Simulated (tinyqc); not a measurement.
Worked calculation: RHF in the sto-6g basis, for H6, spin multiplicity 1. One step of it, computed by the program tinyqc.

Task: Iteration 2: building the Fock matrix. J_ij = sum D_kl (ij|kl), K_ij = sum D_kl (ik|jl); F = H + J - 0.5 K; E = tr D H + tr D J / 2 - 0.25 tr D K + E_nn.

D after iteration 1:
```
           1H 1s      2H 1s      3H 1s      4H 1s      5H 1s      6H 1s
1H 1s   0.895477   0.519040  -0.156147  -0.370695  -0.034644   0.278023
2H 1s   0.519040   0.422364   0.167902  -0.024067  -0.073692  -0.034534
3H 1s  -0.156147   0.167902   0.594574   0.520721  -0.023824  -0.370625
4H 1s  -0.370695  -0.024067   0.520721   0.595193   0.167764  -0.156955
5H 1s  -0.034644  -0.073692  -0.023824   0.167764   0.422108   0.519130
6H 1s   0.278023  -0.034534  -0.370625  -0.156955   0.519130   0.896856
```

core Hamiltonian H = T + V (hartree):
```
           1H 1s      2H 1s      3H 1s      4H 1s      5H 1s      6H 1s
1H 1s  -1.859147  -1.537661  -0.354268  -0.107984  -0.012320  -0.002773
2H 1s  -1.537661  -2.155795  -1.002696  -0.369235  -0.049421  -0.012295
3H 1s  -0.354268  -1.002696  -2.322695  -1.735354  -0.369843  -0.107985
4H 1s  -0.107984  -0.369235  -1.735354  -2.322899  -1.004059  -0.354270
5H 1s  -0.012320  -0.049421  -0.369843  -1.004059  -2.155666  -1.536030
6H 1s  -0.002773  -0.012295  -0.107985  -0.354270  -1.536030  -1.858456
```

Two-electron integrals (ij|kl) in chemists' order, unique and non-zero (hartree):
```
(11|11) 0.774999   (21|11) 0.447836   (21|21) 0.301276   (22|11) 0.572256
(22|21) 0.447836   (22|22) 0.774999   (31|11) 0.065314   (31|21) 0.048402
(31|22) 0.080892   (31|31) 0.009740   (32|11) 0.154620   (32|21) 0.126369
(32|22) 0.234049   (32|31) 0.029406   (32|32) 0.096480   (33|11) 0.275027
(33|21) 0.224291   (33|22) 0.423171   (33|31) 0.065314   (33|32) 0.234049
(33|33) 0.774999   (41|11) 0.015954   (41|21) 0.011966   (41|22) 0.020299
(41|31) 0.002593   (41|32) 0.008100   (41|33) 0.020299   (41|41) 0.000731
(42|11) 0.044148   (42|21) 0.035602   (42|22) 0.065314   (42|31) 0.008801
(42|32) 0.029406   (42|33) 0.080892   (42|41) 0.002593   (42|42) 0.009740
(43|11) 0.154432   (43|21) 0.122479   (43|22) 0.224291   (43|31) 0.035602
(43|32) 0.126369   (43|33) 0.447836   (43|41) 0.011966   (43|42) 0.048402
(43|43) 0.301276   (44|11) 0.199701   (44|21) 0.154432   (44|22) 0.275027
(44|31) 0.044148   (44|32) 0.154620   (44|33) 0.572256   (44|41) 0.015954
(44|42) 0.065314   (44|43) 0.447836   (44|44) 0.774999   (51|11) 0.001398
(51|21) 0.001058   (51|22) 0.001812   (51|31) 0.000243   (51|32) 0.000774
(51|33) 0.002094   (51|41) 0.000072   (51|42) 0.000265   (51|43) 0.001348
(51|44) 0.001984   (51|51) 0.000008   (52|11) 0.004602   (52|21) 0.003630
(52|22) 0.006528   (52|31) 0.000918   (52|32) 0.003067   (52|33) 0.008966
(52|41) 0.000286   (52|42) 0.001091   (52|43) 0.005929   (52|44) 0.008965
(52|51) 0.000032   (52|52) 0.000139   (53|11) 0.025900   (53|21) 0.019900
(53|22) 0.035169   (53|31) 0.005501   (53|32) 0.018938   (53|33) 0.065435
(53|41) 0.001903   (53|42) 0.007608   (53|43) 0.048490   (53|44) 0.081036
(53|51) 0.000243   (53|52) 0.001093   (53|53) 0.009773   (54|11) 0.065388
(54|21) 0.049183   (54|22) 0.084844   (54|31) 0.013205   (54|32) 0.044638
(54|33) 0.154864   (54|41) 0.004735   (54|42) 0.018933   (54|43) 0.126569
(54|44) 0.234422   (54|51) 0.000668   (54|52) 0.003070   (54|53) 0.029497
(54|54) 0.096752   (55|11) 0.138202   (55|21) 0.101669   (55|22) 0.170968
(55|31) 0.025865   (55|32) 0.084754   (55|33) 0.275166   (55|41) 0.009020
(55|42) 0.035123   (55|43) 0.224423   (55|44) 0.423452   (55|51) 0.001398
(55|52) 0.006528   (55|53) 0.065435   (55|54) 0.234422   (55|55) 0.774999
(61|11) 0.000265   (61|21) 0.000202   (61|22) 0.000351   (61|31) 0.000048
(61|32) 0.000156   (61|33) 0.000437   (61|41) 0.000015   (61|42) 0.000055
(61|43) 0.000289   (61|44) 0.000437   (61|51) 1.67e-06   (61|52) 0.000007
(61|53) 0.000055   (61|54) 0.000156   (61|55) 0.000351   (61|61) 3.64e-07
(62|11) 0.001002   (62|21) 0.000782   (62|22) 0.001395   (62|31) 0.000200
(62|32) 0.000666   (62|33) 0.001980   (62|41) 0.000063   (62|42) 0.000242
(62|43) 0.001345   (62|44) 0.002090   (62|51) 0.000007   (62|52) 0.000032
(62|53) 0.000265   (62|54) 0.000773   (62|55) 0.001809   (62|61) 1.67e-06
(62|62) 0.000008   (63|11) 0.006834   (63|21) 0.005180   (63|22) 0.009017
(63|31) 0.001394   (63|32) 0.004728   (63|33) 0.015954   (63|41) 0.000480
(63|42) 0.001900   (63|43) 0.011966   (63|44) 0.020299   (63|51) 0.000063
(63|52) 0.000286   (63|53) 0.002598   (63|54) 0.008111   (63|55) 0.020303
(63|61) 0.000015   (63|62) 0.000072   (63|63) 0.000731   (64|11) 0.020429
(64|21) 0.015188   (64|22) 0.025855   (64|31) 0.003963   (64|32) 0.013185
(64|33) 0.044148   (64|41) 0.001394   (64|42) 0.005491   (64|43) 0.035602
(64|44) 0.065314   (64|51) 0.000200   (64|52) 0.000918   (64|53) 0.008814
(64|54) 0.029444   (64|55) 0.080901   (64|61) 0.000048   (64|62) 0.000242
(64|63) 0.002593   (64|64) 0.009740   (65|11) 0.083733   (65|21) 0.061027
(65|22) 0.101555   (65|31) 0.015175   (65|32) 0.049072   (65|33) 0.154315
(65|41) 0.005176   (65|42) 0.019850   (65|43) 0.122391   (65|44) 0.224139
(65|51) 0.000783   (65|52) 0.003626   (65|53) 0.035622   (65|54) 0.126406
(65|55) 0.447264   (65|61) 0.000202   (65|62) 0.001055   (65|63) 0.011955
(65|64) 0.048358   (65|65) 0.300608   (66|11) 0.115946   (66|21) 0.083805
(66|22) 0.138166   (66|31) 0.020429   (66|32) 0.065294   (66|33) 0.199701
(66|41) 0.006834   (66|42) 0.025855   (66|43) 0.154432   (66|44) 0.275027
(66|51) 0.001004   (66|52) 0.004600   (66|53) 0.044204   (66|54) 0.154770
(66|55) 0.571879   (66|61) 0.000265   (66|62) 0.001395   (66|63) 0.015954
(66|64) 0.065314   (66|65) 0.447264   (66|66) 0.774999
```

nuclear repulsion = 5.12669757 hartree

Give: Coulomb J; exchange K; Fock matrix F; total energy of this density.

Result:

Coulomb J (hartree):
```
        1H 1s   2H 1s   3H 1s   4H 1s   5H 1s   6H 1s
1H 1s  2.1192  1.4603  0.2963  0.0865  0.0095  0.0021
2H 1s  1.4603  2.3012  0.8983  0.3075  0.0391  0.0094
3H 1s  0.2963  0.8983  2.4422  1.6064  0.3080  0.0865
4H 1s  0.0865  0.3075  1.6064  2.4424  0.8996  0.2963
5H 1s  0.0095  0.0391  0.3080  0.8996  2.3014  1.4590
6H 1s  0.0021  0.0094  0.0865  0.2963  1.4590  2.1193
```

exchange K (hartree):
```
         1H 1s    2H 1s   3H 1s   4H 1s    5H 1s    6H 1s
1H 1s   1.2784   1.0520  0.2281  0.0365  -0.0016   0.0121
2H 1s   1.0520   1.1643  0.5156  0.2388   0.0257  -0.0016
3H 1s   0.2281   0.5156  1.2145  1.0319   0.2393   0.0364
4H 1s   0.0365   0.2388  1.0319  1.2150   0.5162   0.2281
5H 1s  -0.0016   0.0257  0.2393  0.5162   1.1636   1.0511
6H 1s   0.0121  -0.0016  0.0364  0.2281   1.0511   1.2784
```

Fock matrix F (hartree):
```
         1H 1s    2H 1s    3H 1s    4H 1s    5H 1s    6H 1s
1H 1s  -0.3792  -0.6033  -0.1720  -0.0397  -0.0021  -0.0067
2H 1s  -0.6033  -0.4367  -0.3622  -0.1811  -0.0232  -0.0021
3H 1s  -0.1720  -0.3622  -0.4878  -0.6449  -0.1814  -0.0397
4H 1s  -0.0397  -0.1811  -0.6449  -0.4880  -0.3625  -0.1720
5H 1s  -0.0021  -0.0232  -0.1814  -0.3625  -0.4361  -0.6026
6H 1s  -0.0067  -0.0021  -0.0397  -0.1720  -0.6026  -0.3784
```

total energy of this density = -3.260135 hartree
